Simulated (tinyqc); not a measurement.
Worked calculation: six-band hole subbands of a thin body in a field. Values are carried at full precision from step to step, so a last printed digit may differ when a step is redone from the rounded ones.

Constants: hbar^2/2m0 = 3.80998211 eV angstrom^2.

Parameters, chosen for this exercise (near those of a p-type Si channel; the results hold for these values, not for the real material):
```
symbol  value                 unit        meaning
g1      4.3                               Luttinger gamma1
g2      0.34                              gamma2
g3      1.45                              gamma3
face    001                               surface
Dso     0.045                 eV          spin-orbit splitting
b       -2.1                  eV          tetragonal potential
d       -4.71                 eV          trigonal potential
S       (7.77, -2.15, 12.65)  1/TPa       compliances s11, s12, s44
t       95                    angstrom    body thickness
F       0                     MV/cm       field across the body
sx      0                     GPa         stress along the channel [1-10], negative in compression
kmax    0.1                   1/angstrom  end of the path
```

## Confinement masses without spin-orbit coupling

C(n n^T)/c has C_XX = (g1 + 4 g2) nx^2 + (g1 - 2 g2)(ny^2 + nz^2) and C_XY = 6 g3 nx ny, n the unit normal; its eigenvalues are the inverse masses along n.

C(n n^T)/c, lower triangle:
```
        X       Y       Z
X  3.6200
Y       0  3.6200
Z       0       0  5.6600
```

masses (m0): 0.2762  0.2762  0.1767

## The matrix for one sine at q = 0

Basis X, Y, Z times spin, hole energies counted downwards from the unstrained edge (the hydrostatic shift is left out), c = hbar^2/2m0. For a symmetric tensor T let C(T) have C_XX = L Txx + M (Tyy + Tzz), C_XY = N Txy (cyclic), L = c (g1 + 4 g2), M = c (g1 - 2 g2), N = 6 c g3. k = q + kz n, n the unit normal, q = k1 u + k2 v with u along the channel [1-10] and v = n x u. H = C(k k^T) + (Dso/3)(1 - L.sigma) - B + e F z with (L_k)_ij = -i epsilon_kij; B is the block C built from the traceless strain with 2b, -b and sqrt(3) d in place of L, M, N. Strain: exx = eyy = (s11 + s12) sx/2, ezz = s12 sx, exy = -s44 sx/4. Hard walls at z = 0 and t; basis sin(j pi z/t), j = 1 to Nz: kz^2 = (j pi/t)^2, kz = -i D with D_jl = 4 j l/(t (j^2 - l^2)), z_jj = t/2 and z_jl = -8 t j l/(pi (j^2 - l^2))^2 for j + l odd; 1 MV/cm = 0.01 eV/angstrom.

Nz = 1, in meV.

H (meV), lower triangle (Hermitian):
```
         X+       Y+      Z+      X-     Y-     Z-
X+    30.08
Y+  -15.00i    30.08
Z+        0        0   38.58
X-        0        0   15.00   30.08
Y-        0        0  15.00i  15.00i  30.08
Z-   -15.00  -15.00i       0       0      0  38.58
```

## Its levels

Diagonalise; the levels come in pairs. Give each pair and its weights on X, Y, Z, summed over spin and averaged over the pair.

levels (meV): 15.08  20.37  63.29

weights:
```
   pair 1  pair 2  pair 3
X   0.500   0.212   0.288
Y   0.500   0.212   0.288
Z   0.000   0.576   0.424
```

## More sines

The four lowest pairs at q = 0.

Hole energies (meV):
```
Nz  pair 1  pair 2  pair 3  pair 4
1    15.08   20.37   63.29       -
2    15.08   20.37   60.33   63.29
4    15.08   20.37   60.33   63.29
8    15.08   20.37   60.33   63.29
16   15.08   20.37   60.33   63.29
```

One sine is exact for the top subband, since without a field nothing joins different j at q = 0. The second pair lies 5.3 meV deeper.

## Dispersion of the top subband

Nz = 14; the two lowest levels (spin-split where the field breaks inversion), in meV from their value at q = 0.

Energies (meV):
```
|q| (1/angstrom)    u a    u b    v a    v b  [100] a  [100] b
0.025              3.28   3.28   3.28   3.28     7.35     7.35
0.050              8.51   8.51   8.51   8.51    15.20    15.20
0.075             16.19  16.19  16.19  16.19    27.15    27.15
0.100             23.29  23.29  23.29  23.29    37.63    37.63
```

From the mean of each pair in the first row, c q^2/E gives 0.73 m0 along u, 0.73 m0 along v and 0.32 m0 along [100]. Without a field each pair stays degenerate. These masses hold for the first row only: the band bends further out.

## Checks

- Top level at q = 0 on (001) without field and stress against c (g1 - 2 g2)(pi/t)^2, eV: both 0.01508.
- Hermiticity, and E(q) against E(-q): they agree to 1e-10 or better.

Run: tinyqc, `OMP_NUM_THREADS=1 python tinyqc.py 1280521 1280522 out.jsonl`; Intel(R) Xeon(R) Processor @ 2.30GHz, one thread, shared host; about 0.3 s of CPU time with all checks.
